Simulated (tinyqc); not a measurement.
Inside a calculation. Model: resistance of a source-drain extension with a graded tip.

Numbers from tinyqc (`OMP_NUM_THREADS=1 python tinyqc.py 2282182 2282183 out.jsonl`; about 0.03 s on one thread of a shared Intel Xeon 2.30GHz). Printed values are rounded.

y runs along the channel, the gate covers y > 0. The doping is N0 for y < y0 and N0 10^(-(y - y0)/la) beyond, uniform over the depth xj. Sheet conductance s(y) = q mu(N) max(N - Nch, 0) xj + (for y > 0) ma Cox Vo, with mu(N) = u0 + (u1 - u0)/(1 + (N/Nr)^au) and Cox = eps0 eox/tox. Current is taken as one-dimensional; depletion of the tip, spreading and the contact are left out. The metallurgical junction lies at yj, where N = Nch.

Parameters, values chosen for the exercise; mobility law close to that of electrons in silicon: relative permittivity of the gate insulator (close to silicon dioxide) eox = 3.9; insulator thickness tox = 3 nm; active doping of the extension far from the gate N0 = 1.8e20 cm^-3; lateral abruptness la = 4.6 nm/decade; position under the gate where the fall begins (gate edge at 0) y0 = 3 nm; depth of the extension xj = 16 nm; channel doping Nch = 4.3e17 cm^-3; gate overdrive Vo = 0.62 V; mobility of the gate-induced layer ma = 200 cm^2/(V s); mobility at low doping u1 = 1414 cm^2/(V s); mobility at high doping u0 = 68.5 cm^2/(V s); reference doping Nr = 9.2e16 cm^-3; exponent au = 0.711; gate length Lg = 90 nm.

Constants: q = 1.602176634e-19 C, eps0 = 8.8541878128e-14 F/cm where lengths are in cm. Results are converted to the units shown.

## Sheet resistances and junction position

yj = y0 + la log10(N0/Nch); sheet resistance of the full extension 1/[q mu(N0)(N0 - Nch) xj] and of the gate-induced layer 1/(ma Cox Vo); metallurgical length Lg - 2 yj; ye is where the doped and the gate-induced conductances are equal.

yj = 15.0603 nm
sheet resistance of the extension = 291.131 ohm/square
sheet resistance of the induced layer = 7006.26 ohm/square
metallurgical length = 59.8794 nm
ye = 10.5825 nm
N at ye = 4.04478e18 cm^-3

The gate takes over 4.48 nm before the junction, where N is still 9.41 times the channel doping.

## Resistance of the overlapped part

Midpoint rule on 11 equal steps from 0 to yj: R_ov = sum h/s(y), per width.

```
point,y (nm),N (cm^-3),doped conductance (uS),sheet resistance (ohm/square)
0,0.684559,1.8e20,3434.88,279.516
1,2.05368,1.8e20,3434.88,279.516
2,3.42280,1.45667e20,2814.94,338.104
3,4.79191,7.34051e19,1497.14,609.803
4,6.16103,3.69906e19,816.984,1041.98
5,7.53015,1.86405e19,460.430,1657.94
6,8.89927,9.39341e18,268.534,2431.53
7,10.2684,4.73357e18,160.516,3297.66
8,11.6375,2.38536e18,94.9857,4206.71
9,13.0066,1.20204e18,50.4554,5176.39
10,14.3757,6.05739e17,15.6643,6313.38
```

R_ov = 35.094 ohm um

The exact integral is 35.175 ohm um; the coarse sum is 0.23 % below it.
